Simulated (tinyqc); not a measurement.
# Composition from the perpendicular lattice constant

Inverse problem. The layer is x parts of the first compound and 1 - x of the second, grown coherently on the second as substrate and barrier. Rows of the table: lattice constant a, average valence level Ea on an absolute scale, spin-orbit splitting so, gaps at Gamma, X and L, hydrostatic deformation potentials av and ac (Gamma), shear potential b, elastic constants, electron and heavy-hole (along z) masses. All are interpolated linearly in x; gaps get -C x (1 - x), taken wholly in the conduction band; real line-ups can differ from this model by 0.1 eV or more. In-plane strain e = (a_substrate - a)/a, e_z = -2 (c12/c11) e, volume change 2 e + e_z. X-ray diffraction gives a_z = a (1 + e_z) of the coherent layer. Find x, e and the relaxed Gamma gap.

Inputs (values chosen for the exercise): bowing of the Gamma gap CG = 0.19 eV; bowing of the X gap CX = 0.24 eV; bowing of the L gap CL = 0.16 eV.

Binary compounds, values chosen for the exercise:
```
              close to GaP  close to GaAs
a (angstrom)         5.451          5.653
Ea (eV)               -7.4          -6.92
so (eV)             0.0805          0.341
EG (eV)               2.75           1.43
EX (eV)               2.28            1.9
EL (eV)               2.57           1.69
av (eV)               1.68           1.17
ac (eV)              -7.08          -7.24
b (eV)                -1.8          -1.69
c11 (GPa)              142            119
c12 (GPa)             62.3             54
me (m0)               0.13         0.0662
mh (m0)              0.328          0.345
```

lattice constant along the growth direction = 5.58386817 angstrom

Answer. a_z changes steadily with x, about (1 + 2 c12/c11) times as fast as the relaxed lattice constant, so one composition matches.

x = 0.1800
e = 0.6474 %
relaxed Gamma gap = 1.640 eV

Numbers from tinyqc (`OMP_NUM_THREADS=1 python tinyqc.py 2690057 2690058 out.jsonl`; about 0.01 s on one thread of a shared Intel Xeon 2.30GHz).
